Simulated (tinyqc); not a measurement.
Propagation of a band-gap error through k.p and effective-mass formulas: one step. A scissor shift and what it does not mend. Three cases, with inputs chosen for the exercise.

Question. A rigid shift D = Eg - Eg2 of the conduction band restores the gap but leaves the curvature, so the mass stays me(Eg2); redoing the sum 1/m = 1 + Ep (E + 2 Dso/3)/(E (E + Dso)) with E = Eg and the same Ep gives another mass. For optics, eps2 at the edge goes as |p|^2/E^2: a rigid shift keeps the dipole elements p/E, while shifting the energies under unchanged p scales eps2 by (Eg2/Eg)^2.

Give: shift D; mass under a rigid shift; mass from the sum with the corrected gap; factor on eps2 if p is left unscaled.

Case 1.

Values chosen (reference values near those of GaAs, gap at low temperature; the results hold for these values, not for the real material):
- Eg = 1.501 eV (gap at Gamma to the s-like level)
- Eg2 = 0.555 eV (a wrong gap, of the size a semi-local functional can give)
- Dso = 0.347 eV (spin-orbit splitting)
- Ep = 25.7 eV (Kane energy)

Answer.

shift D = 0.946 eV
mass under a rigid shift = 0.0242 m0
mass from the sum with the corrected gap = 0.0587 m0
factor on eps2 if p is left unscaled = 0.137

The rigid shift leaves the mass off by a factor of 0.41. The mass from the corrected gap is the reference me(Eg) here, because the exercise keeps Ep fixed; a real correction of the gap depends on k and changes Ep as well.

Case 2.

Values chosen (reference values near those of ZnSe, gap at low temperature; the results hold for these values, not for the real material):
- Eg = 2.776 eV (gap at Gamma to the s-like level)
- Eg2 = 1.221 eV (a wrong gap, of the size a semi-local functional can give)
- Dso = 0.403 eV (spin-orbit splitting)
- Ep = 24.3 eV (Kane energy)

Answer.

shift D = 1.555 eV
mass under a rigid shift = 0.0519 m0
mass from the sum with the corrected gap = 0.1066 m0
factor on eps2 if p is left unscaled = 0.193

The rigid shift leaves the mass off by a factor of 0.49. The mass from the corrected gap is the reference me(Eg) here, because the exercise keeps Ep fixed; a real correction of the gap depends on k and changes Ep as well.

Case 3.

Values chosen (reference values near those of InAs, gap at low temperature; the results hold for these values, not for the real material):
- Eg = 0.418 eV (gap at Gamma to the s-like level)
- Eg2 = 0.251 eV (a wrong gap)
- Dso = 0.386 eV (spin-orbit splitting)
- Ep = 21.4 eV (Kane energy)

Answer.

shift D = 0.167 eV
mass under a rigid shift = 0.0145 m0
mass from the sum with the corrected gap = 0.0227 m0
factor on eps2 if p is left unscaled = 0.361

The rigid shift leaves the mass off by a factor of 0.64. The mass from the corrected gap is the reference me(Eg) here, because the exercise keeps Ep fixed; a real correction of the gap depends on k and changes Ep as well.

Computed by tinyqc, one run a case: `OMP_NUM_THREADS=1 python tinyqc.py N N+1 out.jsonl` with N = 1880503, 1880725, 1880832; one thread of a shared Intel(R) Xeon(R) Processor @ 2.30GHz, about 0.01 s a run at most.
